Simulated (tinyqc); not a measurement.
Inside a calculation. Model: interface traps from C-V curves, high-low and Terman methods.

Numbers from tinyqc (`OMP_NUM_THREADS=1 python tinyqc.py 2030047 2030048 out.jsonl`; about 0.01 s on one thread of a shared Intel Xeon 2.30GHz). Printed values are rounded.

MOS capacitor on an n-type substrate; psi is the band bending, negative in depletion; only majority carriers are counted. At the bending psi the Fermi level lies y = xi - psi below the conduction edge at the surface, xi = Vt ln(Nc/Nd). Dit(y) = D0 + D1 exp(-y/E1); traps fill up to the Fermi level, follow the bias and a slow signal, and do not follow a fast one. V is the gate voltage from flat band.

Inputs (values chosen for the exercise); band and dielectric values close to those of In0.53Ga0.47As: temperature T = 200 K; relative permittivity eps_r = 14; conduction-band density of states at T Nc = 1.16e17 cm^-3; donor density Nd = 1.2e16 cm^-3; equivalent oxide thickness EOT = 2.4 nm; trap density far from the band edge D0 = 5.3e11 cm^-2 eV^-1; band-tail density at the conduction edge D1 = 1.3e13 cm^-2 eV^-1; decay energy of the tail E1 = 0.14 eV; points n = 9; deepest band bending pa = -0.46 V; shallowest band bending pb = -0.026 V.

Constants: q = 1.602176634e-19 C, kB = 1.380649e-23 J/K, Vt = kB T/q, eps0 = 8.8541878128e-14 F/cm where lengths are in cm. Results are converted to the units shown.

Range of the model: In a narrow-gap semiconductor minority carriers respond as well once the bending nears the inversion point; they are left out. Traps more than about 25 kB T below the conduction edge emit electrons too slowly to follow an ordinary sweep, so the deepest points are idealised.

## The curves

Cox = 3.9 eps0/EOT, LD = sqrt(eps0 eps_r Vt/(q Nd)), u = psi/Vt, Cd = (eps0 eps_r/(sqrt(2) LD)) |exp(u) - 1|/sqrt(exp(u) - u - 1). Ideal V0 = psi - sqrt(2) (eps0 eps_r Vt/LD) sqrt(exp(u) - u - 1)/Cox for psi < 0; the traps add dV = (q/Cox) times the integral of Dit from 0 to psi = (q/Cox) [D0 psi + D1 E1 exp(-xi/E1) (exp(psi/E1) - 1)]. 1/C_HF = 1/Cox + 1/Cd, 1/C_LF = 1/Cox + 1/(Cd + q Dit). Take n equally spaced psi from pa to pb.

```
point    psi (V)    y (eV)  Dit (cm^-2 eV^-1)     V0 (V)      V (V)  C_HF (nF/cm^2)  C_LF (nF/cm^2)
0      -0.460000  0.499100         8.97861e11  -0.491929  -0.666623         50.0725         172.293
1      -0.405750  0.444850         1.07197e12  -0.435659  -0.604437         53.3289         196.163
2      -0.351500  0.390600         1.32848e12  -0.379242  -0.540820         57.3278         229.145
3      -0.297250  0.336350         1.70639e12  -0.322641  -0.475126         62.4052         274.114
4      -0.243000  0.282100         2.26317e12  -0.265800  -0.406402         69.1587         334.163
5      -0.188750  0.227850         3.08346e12  -0.208622  -0.333235         78.7866         412.032
6      -0.134500  0.173600         4.29199e12  -0.150932  -0.253503         94.1668         509.323
7      -0.080250  0.119350         6.07252e12  -0.092311  -0.163922         124.281         626.264
8      -0.026000  0.065100         8.69576e12  -0.031381  -0.058895         205.473         764.864
```

Cox = 1438.81 nF/cm^2

At the deepest bending the traps stretch the gate voltage from -0.492 to -0.667 V.

## High-low extraction

q Dit = (1/C_LF - 1/Cox)^(-1) - (1/C_HF - 1/Cox)^(-1) at each point.

Dit by high-low, point 0 to 8 (cm^-2 eV^-1): [8.97861e11, 1.07197e12, 1.32848e12, 1.70639e12, 2.26317e12, 3.08346e12, 4.29199e12, 6.07252e12, 8.69576e12]

With a true high-frequency curve this returns Dit exactly.

## Terman extraction

psi at each point follows from C_HF and the ideal curve. Dit = (Cox/q) d(V - V0)/dpsi by central differences over the two neighbours.

Dit by Terman, point 1 to 7 (cm^-2 eV^-1): [1.08563e12, 1.34861e12, 1.73605e12, 2.30687e12, 3.14784e12, 4.38685e12, 6.21227e12]

The differences overstate the curved tail; the largest error is 2.3 %, at point 7.
